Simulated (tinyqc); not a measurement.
The 3-omega method: a line heater on a substrate with a thin film: one step, computed by the program tinyqc. Command: `OMP_NUM_THREADS=1 python tinyqc.py 3009108 3009109 out.jsonl threeomega walk`. One thread of a shared host (Intel(R) Xeon(R) Processor @ 2.30GHz), about 0.01 s of CPU time with the checks.

A current at angular frequency omega = 2 pi f heats the line at 2 omega with the amplitude P per length; the temperature swing Delta T at 2 omega gives a voltage at 3 omega. The substrate is taken as semi-infinite and isotropic, and the heat capacity of heater and film is left out.

Problem. Penetration depth. D = kappa/C; q = sqrt(2 i omega/D); penetration depth 1/|q| = sqrt(D/(2 omega)).

Inputs (values chosen for the exercise, modelled on silicon nitride on silicon): substrate conductivity kappa = 152 W/(m K); substrate heat capacity C = 1.69 1e6 J/(m^3 K); heater half-width b = 8.9 micrometre; current frequency f = 1400 Hz; substrate thickness d_s = 380 micrometre.

Give: diffusivity D; penetration depth; |q| b; penetration depth / d_s.

Solution.

diffusivity D = 89.94 mm^2/s

penetration depth = 71.50 micrometre

|q| b = 0.1245

penetration depth / d_s = 0.1882
